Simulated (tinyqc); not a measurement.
RKS/exchange-only LDA in the 6-31g basis, for H-, spin multiplicity 1, step by step. The basis has no diffuse functions, so it cannot describe the extra electron: this is an exercise in the method, not the real anion. One step of it, computed by the program tinyqc.

Task: Iteration 2: DIIS coefficients. Solve [B -1; -1 0][c; lambda] = [0; -1] for the coefficients, which sum to one.

B (overlaps of the stored error matrices):
```
[[3.5225372e-01, -2.0179272e-02],
 [-2.0179272e-02, 1.1559935e-03]]
```

Give: DIIS coefficients.

Result:

DIIS coefficients: [0.054, 0.946]
